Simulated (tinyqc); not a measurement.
# Worked calculation: ellipsometry and reflectance of a transparent film on an absorbing substrate

Computed by the program tinyqc: `OMP_NUM_THREADS=1 python tinyqc.py 2870120 2870121 out.jsonl`, one thread of a shared Intel Xeon 2.30GHz, about 0.01 s for the whole run. Printed values are rounded.

Air (index 1), film, substrate with N2 = n2 - i k2; time factor exp(+i w t). q_j = sqrt(N_j^2 - sin^2 th), root with positive real part. Fresnel coefficients r_s = (q_a - q_b)/(q_a + q_b), r_p = (N_b^2 q_a - N_a^2 q_b)/(N_b^2 q_a + N_a^2 q_b). tan(Psi) exp(i Delta) = R_p/R_s, Delta taken from 0 to 360 degrees.

Parameters, values chosen for the exercise; indices close to those of aluminium oxide on silicon:

| symbol | value | unit | meaning |
|---|---|---|---|
| lam | 800 | nm | wavelength |
| th | 70 | degrees | angle of incidence |
| n1 | 1.672 |  | index of the transparent film |
| d | 13 | nm | film thickness |
| n2 | 3.692 |  | index of the substrate |
| k2 | 0.0065 |  | extinction coefficient of the substrate |

## Interface coefficients and thickness period

q0, q1, q2 and the coefficients r01 and r12 for p and s; the results repeat in d with the period lam/(2 q1).

q0 = 0.3420201
q1 = 1.382954
q2 = 3.570412-0.006721i
r01,p = -0.1824667
r01,s = -0.6034490
r12,p = 0.3076241-0.0007418i
r12,s = -0.4416115+0.0007577i
period = 289.2359 nm

## Psi, Delta and reflectances

beta = 2 pi d q1/lam, X = exp(-2 i beta), R = (r01 + r12 X)/(1 + r01 r12 X) for p and s.

beta = 0.1412020 rad
X = 0.9603883-0.2786653i
R_p = 0.1176300-0.0933189i
R_s = -0.8210433+0.0497346i
Psi = 10.34506 degrees
Delta = 145.0406 degrees
|R_p|^2 = 0.02254524
|R_s|^2 = 0.6765857

The bare substrate gives Psi = 9.129 and Delta = 179.67 degrees.
